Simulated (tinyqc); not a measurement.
# Inputs raised by 5 %, one at a time

Model: classical Heisenberg spin chain: exact results, Metropolis, heat-bath and over-relaxation steps, and a Monte Carlo run. Computed by tinyqc, a small Python program. Command: `OMP_NUM_THREADS=1 python tinyqc.py 3130097 3130098 out.jsonl heismc sens`. One thread of a shared host (Intel(R) Xeon(R) Processor @ 2.30GHz), about 0.01 s of CPU time with the checks.

E = -J sum_i s_i . s_(i+1) for unit vectors s_i on an open chain; K = J/(k_B T).

Inputs (values chosen for the exercise, for a model chain of large moments): coupling J = 40 meV; temperature T = 299 K; moment mu = 6.9 mu_B.

Constants: k_B = 8.617333262e-05 eV/K; mu_B = 5.7883818060e-05 eV/T.

Method. Each bond angle is independent, so u = <s_i . s_(i+1)> = coth K - 1/K, <s_i . s_(i+n)> = u^n, correlation length xi = -1/ln|u|, energy per bond -J u, heat capacity per bond c/k_B = 1 - K^2/sinh^2 K, and for the long chain chi = mu^2 (1 + u)/(3 k_B T (1 - u)) per spin.

Runs:

| input moved | from | to | u | heat capacity (k_B/bond) | chi (mu_B/T per spin) | xi (sites) |
|---|---|---|---|---|---|---|
| base run | - | - | 0.44972 | 0.52631 | 0.09393 | 1.2514 |
| coupling J (meV) | 40 | 42 | 0.46636 | 0.55883 | 0.09797 | 1.3110 |
| temperature T (K) | 299 | 313.95 | 0.43329 | 0.49435 | 0.08588 | 1.1957 |
| moment mu (mu_B) | 6.9 | 7.245 | 0.44972 | 0.52631 | 0.10355 | 1.2514 |

Exponents ln(y'/y) / ln(x'/x):

| input | u | heat capacity | chi | xi |
|---|---|---|---|---|
| coupling J | 0.745 | 1.229 | 0.863 | 0.954 |
| temperature T | -0.763 | -1.284 | -1.837 | -0.933 |
| moment mu | 0.000 | 0.000 | 2.000 | 0.000 |

Which inputs matter most for each result?

Among the inputs moved here: u answers most in size to temperature T (exponent -0.763), next to coupling J (+0.745); its exponent is below 0.0005 for moment mu. Heat capacity answers most in size to temperature T (exponent -1.284), next to coupling J (+1.229); its exponent is below 0.0005 for moment mu. chi answers most in size to moment mu (exponent +2.000), next to temperature T (-1.837). xi answers most in size to coupling J (exponent +0.954), next to temperature T (-0.933); its exponent is below 0.0005 for moment mu.
